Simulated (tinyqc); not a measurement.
Hubbard chain of 4 sites, step by step. One step of it, computed by the program tinyqc.

Question. Mean-field iteration 2. H(up) = T + U n(down), H(down) = T + U n(up); fill the lowest levels; n(new) = n + mixing (n(out) - n); E = tr T (rho up + rho down) + U sum n_up n_down of the output.

one-body matrix (hopping and site energies) (eV), lower triangle:
```
           1          2          3          4
1  -0.740000
2  -1.340000   0.150000
3   0.000000  -1.340000   0.780000
4   0.000000   0.000000  -1.340000  -0.170000
```

U = 8.200000 eV

electrons, up and down: 2  2

mixing = 1

n(up) after iteration 1: 1 0.656197, 2 0.385379, 3 0.374742, 4 0.583681

n(down) after iteration 1: 1 0.656197, 2 0.385379, 3 0.374742, 4 0.583681

Give: levels, up; levels, down; energy; n(up) after iteration 2; n(down) after iteration 2.

Answer.

levels, up (eV): 1.6183  3.4377  5.2269  6.1371

levels, down (eV): 1.6183  3.4377  5.2269  6.1371

energy = 3.7146 eV

n(up) after iteration 2: 1 0.3200, 2 0.6784, 3 0.5967, 4 0.4049

n(down) after iteration 2: 1 0.3200, 2 0.6784, 3 0.5967, 4 0.4049
